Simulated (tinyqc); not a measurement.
Inside a calculation. Model: thin-body transistor below threshold, two-dimensional Poisson equation on a small mesh.

Numbers from tinyqc (`OMP_NUM_THREADS=1 python tinyqc.py 2480158 2480159 out.jsonl`; about 0.2 s on one thread of a shared Intel Xeon 2.30GHz). Printed values are rounded.

A thin body on a thick buried insulator of low permittivity, taken as carrying no normal field at the bottom of the body (row 0). Mobile charge is neglected (subthreshold), the body is fully depleted, and potentials are counted from the intrinsic level; rows run upward to the gate, columns from source to drain.

Inputs (values chosen for the exercise); semiconductor permittivity close to that of silicon: temperature T = 400 K; relative permittivity of the semiconductor eps_r = 11.8; relative permittivity of the insulator eox = 25; body thickness tb = 3 nm; insulator thickness tox = 4.3 nm; channel length L = 24 nm; acceptor density of the depleted body Na = 0 cm^-3; potential of the source Vbi = 0.49 V; gate offset Vfb = 0.08 V; gate voltage Vg = 0.1 V; drain voltage Vd = 0.05 V.

Constants: q = 1.602176634e-19 C, kB = 1.380649e-23 J/K, Vt = kB T/q, eps0 = 8.8541878128e-14 F/cm where lengths are in cm. Results are converted to the units shown.

## Coefficients of the five-point equations

Mesh: rows i = 0..2 in the semiconductor (step hs = tb/2, row 2 on the interface), then 2 step(s) ho = tox/2 up to the gate row 4; columns j = 0..6 (step hy = L/6). Box integration, divided by eps0: up_i = eps hy/h of the interval above row i, dn_i = that of the interval below (0 for row 0), lat_i = (sum of eps h/2 over the intervals above and below)/hy, s_i = -q Na w_i hy/eps0 with w_i the semiconductor height of the box (hs/2 for row 0 and the interface row, hs between, 0 in the insulator). Each free node obeys (up + dn + 2 lat) psi = up psi(above) + dn psi(below) + lat [psi(left) + psi(right)] + s.

```
row       up       dn      lat  s (V)
0    31.4667        0  2.21250      0
1    31.4667  31.4667    4.425      0
2    46.5116  31.4667  8.93125      0
3    46.5116  46.5116  13.4375      0
```

## Iteration 1: Gauss-Seidel sweep

psi at the start (fixed values on the edges, free nodes at zero) (V):
```
            j=0       j=1       j=2       j=3       j=4       j=5       j=6
row 0  0.490000  0.000000  0.000000  0.000000  0.000000  0.000000  0.540000
row 1  0.490000  0.000000  0.000000  0.000000  0.000000  0.000000  0.540000
row 2  0.490000  0.000000  0.000000  0.000000  0.000000  0.000000  0.540000
row 3  0.255000  0.000000  0.000000  0.000000  0.000000  0.000000  0.280000
row 4  0.020000  0.020000  0.020000  0.020000  0.020000  0.020000  0.020000
```

Free nodes: rows 0..3, columns 1..5, taken row by row from row 0, left to right. t = (up psi(above) + dn psi(below) + lat [psi(left) + psi(right)] + s)/(up + dn + 2 lat), with the newest neighbours; psi(new) = t.

psi after iteration 1 (V):
```
            j=0       j=1       j=2       j=3       j=4       j=5       j=6
row 0  0.490000  0.030205  0.001862  0.000115  0.000007  0.033288  0.540000
row 1  0.490000  0.043446  0.003494  0.000266  0.000019  0.047881  0.540000
row 2  0.490000  0.059927  0.006732  0.000715  0.000073  0.066049  0.540000
row 3  0.255000  0.059585  0.017048  0.009946  0.008902  0.065759  0.280000
row 4  0.020000  0.020000  0.020000  0.020000  0.020000  0.020000  0.020000
```

## Iteration 2: Gauss-Seidel sweep

As before.

psi after iteration 2 (V):
```
            j=0       j=1       j=2       j=3       j=4       j=5       j=6
row 0  0.490000  0.068410  0.007288  0.000683  0.002111  0.075396  0.540000
row 1  0.490000  0.086678  0.011505  0.001323  0.003991  0.095537  0.540000
row 2  0.490000  0.103664  0.021778  0.007298  0.012465  0.114763  0.540000
row 3  0.255000  0.078462  0.026115  0.014514  0.021591  0.086079  0.280000
row 4  0.020000  0.020000  0.020000  0.020000  0.020000  0.020000  0.020000
```

## Course of the iteration: Gauss-Seidel sweep

Stop when the largest change of psi is below 1e-7 V, or after 400 iterations. Fixed values: gate row Vg - Vfb; column 0 at Vbi and the last column at Vbi + Vd in the semiconductor, each running linearly to Vg - Vfb across the insulator.

Course of the iteration:
```
iteration  psi at row 0, j = 3 (V)  largest |change| of one entry (V)
1                       1.14780e-4                             0.0660
2                       6.82642e-4                             0.0487
3                       0.00231956                             0.0422
4                       0.00761254                             0.0363
5                        0.0148303                             0.0252
6                        0.0231714                             0.0172
7                        0.0315377                             0.0124
8                        0.0393044                             0.0101
9                        0.0461982                            8.16e-3
...                            ...                                ...
55                       0.0801057                            4.64e-7
56                       0.0801061                            3.75e-7
57                       0.0801064                            3.02e-7
58                       0.0801066                            2.44e-7
59                       0.0801068                            1.97e-7
60                       0.0801070                            1.59e-7
61                       0.0801071                            1.28e-7
62                       0.0801072                            1.04e-7
63                       0.0801073                            8.37e-8
```

Converged in 63 iterations. At the end each change is about 0.81 times the one before: linear convergence.

## Barrier, swing and barrier lowering

converged psi (V):
```
            j=0       j=1       j=2       j=3       j=4       j=5       j=6
row 0  0.490000  0.222316  0.107856  0.080108  0.114862  0.243075  0.540000
row 1  0.490000  0.211542  0.101759  0.075713  0.108290  0.231212  0.540000
row 2  0.490000  0.177049  0.083886  0.063074  0.089014  0.193213  0.540000
row 3  0.255000  0.111509  0.057902  0.045547  0.060946  0.120922  0.280000
row 4  0.020000  0.020000  0.020000  0.020000  0.020000  0.020000  0.020000
```

d psi/dVg on row 0: j=0 0.000000, j=1 0.570312, j=2 0.815437, j=3 0.878570, j=4 0.815437, j=5 0.570312, j=6 0.000000
d psi/dVd on row 0: j=0 0.00000, j=1 0.00725, j=2 0.02222, j=3 0.06071, j=4 0.16234, j=5 0.42244, j=6 1.00000

The barrier is read along row 0, the path farthest from the gate. Take the node j of lowest psi: barrier Vbi - psi_j; swing Vt ln 10/(d psi_j/dVg); DIBL = (d psi_j/dVd)/(d psi_j/dVg). The derivatives solve the same equations with s = 0 and a unit change of that voltage.

j = 3
barrier = 0.409892 V
swing = 90.3383 mV/decade
DIBL = 69.1063 mV/V

A mesh of 12, 8 and 80 steps (semiconductor, insulator, channel) gives a barrier of 0.420 V, a swing of 88.3 mV a decade and a DIBL of 53.6 mV/V; the small mesh puts the barrier 2.4 % below that.
